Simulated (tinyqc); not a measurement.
Stark shift: stepped quantum well by finite differences.

Finite differences on points z_i at the centres of cells of width h: H_ii = (c/h^2)(1/m_(i-1/2) + 1/m_(i+1/2)) + V_i, H_(i,i+1) = -(c/h^2)/m_(i+1/2), where m_(i+1/2) is the mean of the masses at the two points (the end values are repeated outwards), psi = 0 on the points beyond both ends, c = hbar^2/2m0. The field adds e F (z - z0) with z0 the middle of the structure; 1 kV/cm = 1e-5 eV/angstrom.

Constants: hbar^2/2m0 = 3.80998211 eV angstrom^2.

Inputs chosen for the exercise (out of a larger set: near those of a non-polar GaN well in AlGaN; not measured data):
```
symbol  value                                                                       unit      meaning
layers  ((36, 0.405, 0.232), (24, 0, 0.2), (36, 0.17, 0.2134), (36, 0.405, 0.232))            each layer: thickness in angstrom, band edge in eV, mass in m0
hf      0.75                                                                        angstrom  cell width of the fine grid
Fs      (0, 33.3, 66.7, 100, 133, 167, 200)                                         kV/cm     fields
```

Fine grid. Perturbation theory: dE1 = e F z_11 - beta (e F)^2 with beta = sum_j z_1j^2/(E_j - E_1) over the 13 next levels at zero field, z from z0.

Levels against field:
```
F (kV/cm)  E1 (eV)  E2 (eV)  dE1 (meV)  second order (meV)  <z - z0> (angstrom)  E2 - E1 (meV)
0           0.0979   0.2412       0.00                0.00                -14.2          143.4
33.3        0.0930   0.2439      -4.81               -4.81                -14.6          150.9
66.7        0.0881   0.2463      -9.76               -9.78                -15.0          158.2
100         0.0830   0.2483     -14.83              -14.87                -15.4          165.3
133         0.0779   0.2499     -19.95              -20.06                -15.7          172.0
200         0.0672   0.2518     -30.69              -31.02                -16.3          184.6
```

Give the missing row, F (kV/cm) = 167.

Computed row:
```
F (kV/cm)  E1 (eV)  E2 (eV)  dE1 (meV)  second order (meV)  <z - z0> (angstrom)  E2 - E1 (meV)
167         0.0725   0.2511     -25.35              -25.55                -16.0          178.6
```

z_11 = -14.24 angstrom
beta = 635.2 angstrom^2/eV

The state sits -14.2 angstrom off the middle at zero field, so the shift starts linearly in F. At 200 kV/cm E1 has moved by -30.69 meV, where second order gives -31.02 meV; they differ by 1.1 % there. The electron moves by -2.1 angstrom, against the rise of the potential. E2 - E1 grows with the field; the ends are 143.4 and 184.6 meV.

Run: tinyqc, `OMP_NUM_THREADS=1 python tinyqc.py 1280014 1280015 out.jsonl`; Intel(R) Xeon(R) Processor @ 2.30GHz, one thread, shared host; about 0.03 s of CPU time with all checks.
